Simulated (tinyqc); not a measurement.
MOS structure on a p-type body with a surface-enhanced doping, non-linear Poisson equation by Newton steps: two steps of the calculation.

One dimension, insulator interface at x = 0, acceptor density Na + N0 exp(-x/Ls), net doping C = -(acceptor density). psi is counted from the intrinsic level: n = ni exp((psi - Vb)/Vt), p = ni exp(-psi/Vt); deep in the body psi_b = -Vt ln(Na/ni). The gate acts through Cox = eps0 eox/tox and has the potential psi_G = Vg - (phiM - chi - Vt ln(Nc/ni)). Boltzmann statistics, full ionisation, classical densities, no oxide or interface charge. Acceptors in real wide-gap material are deep and only partly ionised in the neutral body.

Values chosen for this exercise; band and dielectric values close to those of 4H silicon carbide: temperature T = 400 K; band gap Eg = 3.24 eV; conduction-band density of states at T Nc = 2.65e19 cm^-3; valence-band density of states at T Nv = 3.83e19 cm^-3; electron affinity chi = 3.62 eV; relative permittivity of the gate insulator (close to silicon dioxide) eox = 3.9; insulator thickness tox = 8 nm; gate work function phiM = 3.91 eV; electron quasi-Fermi potential against the body Vb = 0.3 V; gate voltage against the body Vg = 4.12 V.

Constants: q = 1.602176634e-19 C, kB = 1.380649e-23 J/K, Vt = kB T/q, eps0 = 8.8541878128e-14 F/cm where lengths are in cm. Results are converted to the units shown.

Problem 1. Newton step. Solve the tridiagonal system a_(i-1) d_(i-1) + b_i d_i + a_i d_(i+1) = -F_i for nodes 0 to 10, with d = 0 on fixed nodes. Each component d is damped to sign(d) Vt ln(1 + |d|/Vt) before it is added.

```
interval,coupling a_i (F/cm^2)
0,1.0569687e-5
1,6.4547705e-6
2,3.9146988e-6
3,2.3819012e-6
4,1.4380526e-6
5,8.9007888e-7
6,5.3517401e-7
7,3.2647681e-7
8,2.0084915e-7
9,1.2079642e-7
10,7.3528255e-8
```

```
node,diagonal b (F/cm^2),residual F (C/cm^2)
0,-1.1837990e-5,3.0306882e-6
1,-1.9166453e-5,-1.7868835e-10
2,-1.3727244e-5,-3.0242090e-10
3,-1.1413561e-5,-5.1881805e-10
4,-1.1315914e-5,-9.0339982e-10
5,-1.2536522e-5,-1.5363976e-9
6,-1.4618177e-5,-2.4003206e-9
7,-1.7442254e-5,-2.7862641e-9
8,-2.2733324e-5,-1.7380020e-9
9,-3.4488889e-5,-4.4190975e-10
10,-5.6100373e-5,-3.5077690e-11
```

```
node,psi at the start (V)
0,-1.5525359
1,-1.5515102
2,-1.5498582
3,-1.5472116
4,-1.5430796
5,-1.5368639
6,-1.5285476
7,-1.5192015
8,-1.5124152
9,-1.5100376
10,-1.5097425
11,-1.5097349
```

Wanted: Newton step d, before damping; psi after iteration 1.

Solution 1.

```
node,"Newton step d, before damping (V)"
0,0.63656
1,0.42621
2,0.22322
3,0.08006
4,0.01700
5,0.00182
6,-0.00006
7,-0.00016
8,-0.00008
9,-0.00001
10,0.00000
```

```
node,psi after iteration 1 (V)
0,-1.4502
1,-1.4621
2,-1.4805
3,-1.5058
4,-1.5293
5,-1.5351
6,-1.5286
7,-1.5194
8,-1.5125
9,-1.5101
10,-1.5097
11,-1.5097
```

Problem 2. Densities, residual and Jacobian diagonal. n_i = ni exp((psi_i - Vb)/Vt), p_i = ni exp(-psi_i/Vt), rho_i = p_i - n_i + C_i, g_i = (n_i + p_i)/Vt. Box widths w_i = (h_(i-1) + h_i)/2 in cm. Residual F_i = a_i (psi_(i+1) - psi_i) - a_(i-1) (psi_i - psi_(i-1)) + q rho_i w_i; Jacobian: a_(i-1) and a_i beside the diagonal, b_i = -a_(i-1) - a_i - q g_i w_i on it. Node 0 is free: w_0 = h_0/2, F_0 = a_0 (psi_1 - psi_0) + Cox (psi_G - psi_0) + q rho_0 w_0, b_0 = -a_0 - Cox - q g_0 w_0, with Cox = eps0 eox/tox, psi_G = Vg - (phiM - chi - Vt ln(Nc/ni)). The last node is fixed.

```
node,x (nm),psi after iteration 1 (V),net doping C (cm^-3)
0,0,-1.4502055,-4.5e18
1,0.8,-1.4621442,-4.3680603e18
2,2.11,-1.4805168,-4.1636533e18
3,4.27,-1.5058208,-3.8559244e18
4,7.82,-1.5292571,-3.4203303e18
5,13.7,-1.5350866,-2.8559685e18
6,23.2,-1.5286067,-2.2437426e18
7,39,-1.5193641,-1.7108690e18
8,64.9,-1.5124940,-1.4051215e18
9,107,-1.5100509,-1.3114653e18
10,177,-1.5097432,-1.3002880e18
11,292,-1.5097349,-1.3000007e18
```

```
interval,coupling a_i (F/cm^2)
0,1.0569687e-5
1,6.4547705e-6
2,3.9146988e-6
3,2.3819012e-6
4,1.4380526e-6
5,8.9007888e-7
6,5.3517401e-7
7,3.2647681e-7
8,2.0084915e-7
9,1.2079642e-7
10,7.3528255e-8
```

ni = 0.12362909 cm^-3

Wanted: n; p; residual F; diagonal b.

Solution 2.

```
node,n (cm^-3),p (cm^-3)
0,1.098e-23,2.312e17
1,7.764e-24,3.268e17
2,4.556e-24,5.569e17
3,2.187e-24,1.160e18
4,1.108e-24,2.290e18
5,9.355e-25,2.712e18
6,1.129e-24,2.248e18
7,1.476e-24,1.719e18
8,1.802e-24,1.408e18
9,1.934e-24,1.312e18
10,1.951e-24,1.300e18
11,1.952e-24,1.300e18
```

```
node,residual F (1e-6 C/cm^2),diagonal b (F/cm^2)
0,2.822,-1.104e-5
1,-0.061,-1.718e-5
2,-0.081,-1.082e-5
3,-0.080,-7.837e-6
4,-0.038,-8.840e-6
5,-0.004,-1.202e-5
6,0.000,-1.464e-5
7,0.000,-1.752e-5
8,0.000,-2.278e-5
9,0.000,-3.450e-5
10,0.000,-5.610e-5
```

Computed by the program tinyqc: `OMP_NUM_THREADS=1 python tinyqc.py 2080004 2080005 out.jsonl`, one thread of a shared Intel Xeon 2.30GHz, about 0.7 s for the whole run.
